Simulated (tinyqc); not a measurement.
Worked calculation: coherent transport through a tight-binding region between two chains. Computed by tinyqc, a small Python program that keeps every step. Settings: temperature = 300, mu = -0.39. Command: `OMP_NUM_THREADS=1 python tinyqc.py 31495 31496 out.jsonl` (the two numbers bound the seeds that draw the settings). One thread of a shared host (Intel(R) Xeon(R) Processor @ 2.60GHz), about 0.07 s of CPU time with the checks.

## Transmission at E = -0.7 eV

H of the central region (eV):
```
[[0.000000, -1.560000, 0.000000, 0.000000, 0.000000, 0.000000],
 [-1.560000, 0.000000, -1.560000, 0.000000, 0.000000, 0.000000],
 [0.000000, -1.560000, 0.000000, -1.560000, 0.000000, 0.000000],
 [0.000000, 0.000000, -1.560000, 0.000000, -1.560000, 0.000000],
 [0.000000, 0.000000, 0.000000, -1.560000, 0.000000, -1.560000],
 [0.000000, 0.000000, 0.000000, 0.000000, -1.560000, 0.000000]]
```

Leads: semi-infinite chains with site energy 0:
```
parameter                           value
lead hopping t (eV)              1.660000
coupling to the left lead (eV)   0.510000
coupling to the right lead (eV)  0.410000
left contact site                       1
right contact site                      6
```

E = -0.700000 eV

Surface Green function g = (E - i sqrt(4 t^2 - E^2)) / (2 t^2); self-energy tc^2 g on each contact site; G = (E - H - Sigma)^(-1); Gamma = -2 Im Sigma; T = Gamma_L Gamma_R |G_LR|^2; local density of states -Im G_ii / pi.

g = -0.127014-0.588867i 1/eV

G (1/eV):
```
[[0.471701-3.900574i, 0.459730-1.713967i, -0.265412+3.131486i, -0.578825+3.119121i, 0.005683-1.731880i, 0.581375-3.896247i],
 [0.459730-1.713967i, 0.028272-0.777928i, 0.193982+1.364897i, 0.058771+1.390382i, -0.167610-0.741007i, -0.133981-1.722885i],
 [-0.265412+3.131486i, 0.193982+1.364897i, 0.352456-2.519032i, 0.605197-2.495232i, -0.080893+1.399377i, -0.641495+3.123157i],
 [-0.578825+3.119121i, 0.058771+1.390382i, 0.605197-2.495232i, 0.212792-2.510037i, 0.131312+1.368933i, -0.153869+3.124302i],
 [0.005683-1.731880i, -0.167610-0.741007i, -0.080893+1.399377i, 0.131312+1.368933i, 0.139815-0.785112i, 0.572451-1.721227i],
 [0.581375-3.896247i, -0.133981-1.722885i, -0.641495+3.123157i, -0.153869+3.124302i, 0.572451-1.721227i, 0.410738-3.896647i]]
```

local density of states (1/eV): [1.241591, 0.247622, 0.801833, 0.798970, 0.249909, 1.240341]

transmission = 0.941151

## Transmission across the band

The same steps on a grid of energies.

T(E):
```
E (eV)              T
-3.15400000  0.000048
-2.83860000  0.178093
-2.52320000  0.004919
-2.20780000  0.019395
-1.89240000  0.201586
-1.57700000  0.020848
-1.26160000  0.020970
-0.94620000  0.077470
-0.63080000  0.442174
-0.31540000  0.042127
0.00000000   0.025743
0.31540000   0.042127
0.63080000   0.442174
0.94620000   0.077470
1.26160000   0.020970
1.57700000   0.020848
1.89240000   0.201586
2.20780000   0.019395
2.52320000   0.004919
2.83860000   0.178093
3.15400000   0.000048
```

levels of the isolated region (eV): [-2.811023, -1.945288, -0.694265, 0.694265, 1.945288, 2.811023]

## Current

I = (2e/h) int T(E) [f(E - mu - V/2) - f(E - mu + V/2)] dE at 300 K with mu = -0.39 eV, the bias not changing H; 2e^2/h = 77.48092 microsiemens; the integral runs over the band on 4001 points.

Current:
```
V (volt)  I (microampere)
0.010000         0.046490
0.050000         0.233609
0.100000         0.474621
0.200000         1.014052
0.400000         2.770792
0.800000        12.365699
```
